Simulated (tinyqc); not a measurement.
Berg model of reactive sputtering of a nitride or oxide: poisoning, hysteresis and pumping speed. Changing the target area A_t. Computed by tinyqc, a small Python program. Command: `OMP_NUM_THREADS=1 python tinyqc.py 3006944 3006945 out.jsonl berg sweep`. One thread of a shared host (Intel(R) Xeon(R) Processor @ 2.30GHz), about 0.03 s of CPU time with the checks.

A diatomic gas reacts with bare metal on the target and on the collecting surfaces; ions remove metal and compound from the target. theta_t and theta_c are the compound fractions.

Inputs (values chosen for the exercise, close to those used for aluminium oxide):

| quantity | value | unit |
|---|---|---|
| ion current density J | 12 | mA/cm^2 |
| collecting area A_c | 4100 | cm^2 |
| metal yield Y_m | 0.82 | - |
| compound yield Y_c | 0.047 | - |
| sticking coefficient alpha | 0.52 | - |
| reactive atoms per metal atom z | 1.5 | - |
| gas mass M | 32 | u |
| pumping speed S | 1100 | l/s |
| gas temperature T | 300 | K |
| reactive partial pressure P | 0.062 | Pa |

Constants: e = 1.602176634e-19 C; u = 1.6605390666e-27 kg; k_B = 1.380649e-23 J/K.

Method. Ion flux j = J/e; gas flux F = P/sqrt(2 pi M k_B T). Target: (2/z) alpha F (1 - theta_t) = j Y_c theta_t. Sputtered flows F_c = j Y_c theta_t A_t, F_m = j Y_m (1 - theta_t) A_t. Collector: (2/z) alpha F (1 - theta_c) A_c + F_c (1 - theta_c) = F_m theta_c. Gas use Q = alpha F [(1 - theta_t) A_t + (1 - theta_c) A_c] + P S/(k_B T); 1 sccm = 4.4780e17 molecules/s. Rate R = F_m + F_c, given relative to j Y_m A_t. P is a single-valued function of the flow Q only if dQ/dP > 0 everywhere: S must exceed k_B T times the steepest fall of the surface terms with P.

One run for each value:

| target area A_t (cm^2) | critical pumping speed (l/s) | theta_c | total flow Q (sccm) |
|---|---|---|---|
| 5.0 | 194 | 1.0000 | 36.81 |
| 9.9 | 305 | 1.0000 | 36.86 |
| 20.0 | 464 | 0.9999 | 36.95 |
| 39.0 | 653 | 0.9999 | 37.11 |
| 77.0 | 876 | 0.9997 | 37.44 |
| 150.0 | 1106 | 0.9994 | 38.08 |
| 300.0 | 1334 | 0.9989 | 39.40 |
| 600.0 | 1525 | 0.9977 | 42.02 |

What does the table show, and why?

Over the rows, critical pumping speed (l/s) rises from 194 to 1530 (exponent d ln y / d ln x 0.67 between the first rows and 0.19 between the last); theta_c falls from 1.0000 to 0.9977; total flow Q (sccm) rises from 36.8 to 42.0 (exponent d ln y / d ln x 0.0017 between the first rows and 0.093 between the last). A smaller eroded area lowers the critical pumping speed, one known way to remove the hysteresis.
